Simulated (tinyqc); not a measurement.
# Changing the temperature T

Model: harmonic transition-state theory with quantum, tunnelling and friction corrections. Computed by tinyqc, a small Python program. Command: `OMP_NUM_THREADS=1 python tinyqc.py 3023223 3023224 out.jsonl rates sweep`. One thread of a shared host (Intel(R) Xeon(R) Processor @ 2.30GHz), about 0.03 s of CPU time with the checks.

One atom hops between equivalent sites; three modes at the minimum and two real modes at the saddle are treated as harmonic, the rest of the crystal as unchanged; melting is ignored, so hot rows may lie above the melting point.

Inputs (values chosen for the exercise, modelled on a vacancy in silicon): barrier E_b = 0.378 eV; imaginary frequency at the saddle nu_b = 6.82 THz; jump length d = 2.35 angstrom; number of jump directions z = 4.

Lattice of sites: three-dimensional.

frequencies at the minimum (THz): [8.83, 9.11, 9.94]

real frequencies at the saddle (THz): [7.17, 12.6]

Constants: k_B = 8.617333262e-05 eV/K; h x 1 THz = 4.135667696 meV.

Method:
- Vineyard: nu* = product of minimum frequencies / product of real saddle frequencies; k_cl = nu* exp(-E_b/(k_B T)).
- Activation entropy S = k_B ln(nu* h/(k_B T)); for uncorrelated jumps D = z k d^2/6 and D0 = z nu* d^2/6; 1 angstrom^2 = 1e-16 cm^2.
- Quantum harmonic: k_q = (k_B T/h) [prod 2 sinh(x_i/2) (minimum) / prod 2 sinh(x_j/2) (saddle)] exp(-E_b/(k_B T)), x = h nu/(k_B T).
- Zero-point correction to the barrier = (h/2)(sum of saddle frequencies - sum of minimum frequencies).
- With u = h nu_b/(k_B T): Wigner factor 1 + u^2/24; parabolic barrier (Bell) (u/2)/sin(u/2), valid above T_c = h nu_b/(2 pi k_B); symmetric Eckart barrier: kappa = int_0^infinity P(E) exp(-(E - E_b)/(k_B T)) dE/(k_B T), P = (cosh 2a - 1)/(cosh 2a + cosh 2d), a = alpha sqrt(E/E_b), alpha = 2 pi E_b/(h nu_b), 2d = 2 sqrt(alpha^2 - pi^2/4).

One run for each value:
```
temperature T (K)  classical rate k_cl (1/s)  ratio k_q/k_cl  Eckart factor  classical diffusivity D (cm^2/s)
160                               1.0977e+01          1.2142         1.2034                        4.0415e-15
200                               2.6412e+03          1.1310         1.1255                        9.7239e-13
250                               2.1224e+05          1.0812         1.0790                        7.8140e-11
310                               6.3343e+06          1.0517         1.0512                        2.3321e-09
390                               1.1542e+08          1.0322         1.0325                        4.2492e-08
480                               9.5093e+08          1.0210         1.0217                        3.5010e-07
590                               5.2252e+09          1.0138         1.0146                        1.9237e-06
740                               2.3583e+10          1.0088         1.0096                        8.6825e-06
910                               7.1372e+10          1.0058         1.0065                        2.6277e-05
```

Describe and explain the trends.

Over the rows, classical rate k_cl (1/s) rises from 11.0 to 7.14e10 (exponent d ln y / d ln x 25 between the first rows and 5.4 between the last); ratio k_q/k_cl falls from 1.21 to 1.01 (exponent d ln y / d ln x -0.32 between the first rows and -0.014 between the last); Eckart factor falls from 1.20 to 1.01 (exponent d ln y / d ln x -0.30 between the first rows and -0.015 between the last). The apparent barrier of the corrected rate k_cl (k_q/k_cl) kappa(Eckart) is 0.368 eV between the coldest rows and 0.376 eV between the hottest, against E_b = 0.378 eV.

Caution (rows 160, 200, 250, 310): h nu exceeds k_B T, so zero-point and tunnelling corrections to the classical rate matter. Caution (rows 910): the barrier is under 5 k_B T, where harmonic rate theory loses accuracy.
